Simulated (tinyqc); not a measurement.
## Band bending at a free surface with one surface level, surface photovoltage and Kelvin probe: pinning by the surface states

n-type bulk, xi = Ec - EF = Vt ln(Nc/Nd), p0 = ni^2/Nd, ni = sqrt(Nc Nv) exp(-Eg/(2 Vt)), Eg in volts. b is the upward band bending, u = b/Vt. Space charge per area, in units of q: Qc = sign(b) sqrt((2 eps0 eps_r Vt/q) [(Nd + dn)(exp(-u) - 1) + Nd u + (p0 + dn)(exp(u) - 1)]), with dn the excess density under light (flat quasi-Fermi levels; 0 in the dark). The level holds -Ns f, f = 1/(1 + exp((xi + b - Es)/Vt)). Neutrality: Qc + Qf + (charge of the states) = 0.

b solves the neutrality condition in the dark.

Values chosen for this exercise; band and dielectric values close to those of gallium arsenide:
```
symbol    value   unit                                 meaning
T           300      K                             temperature
Eg         1.42     eV                                band gap
eps_r      12.9                          relative permittivity
Nc      4.37e17  cm^-3  conduction-band density of states at T
Nv      9.05e18  cm^-3     valence-band density of states at T
Nd       1.1e15  cm^-3                           donor density
Qf       2.2e10  cm^-2    fixed positive charge at the surface
Es         0.39     eV     its depth below the conduction edge
```

Constants: q = 1.602176634e-19 C, kB = 1.380649e-23 J/K, Vt = kB T/q, eps0 = 8.8541878128e-14 F/cm where lengths are in cm. Results are converted to the units shown.

Results:
```
Ns (cm^-2)     b (V)  xi + b (eV)  Qc (cm^-2)
2.4e10      0.003712       0.1584     1.997e9
6.7e10        0.1441       0.2988    4.309e10
1.8e11        0.2410       0.3957    5.809e10
1.4e12        0.3051       0.4598    6.618e10
3.9e12        0.3317       0.4865    6.926e10
1.1e13        0.3581       0.5128    7.219e10
2.9e13        0.3826       0.5373    7.480e10
8.1e13        0.4085       0.5632    7.747e10
```

Estimate the missing row, Ns = 5.1e11 cm^-2.

Computed row:
```
Ns (cm^-2)   b (V)  xi + b (eV)  Qc (cm^-2)
5.1e11      0.2770       0.4317    6.276e10
```

With this row back in the table: b rises from 0.00371 to 0.409 V. The level is over 95 % full (Qc near Ns - Qf) in the 2 rows with xi + b more than 3 Vt short of Es = 0.39 eV. Beyond that it empties, and between the last two rows b gains only 58.1 mV a decade.

tinyqc, about 0.01 s, one thread, Intel Xeon 2.30GHz (shared host): `OMP_NUM_THREADS=1 python tinyqc.py 2430131 2430132 out.jsonl`
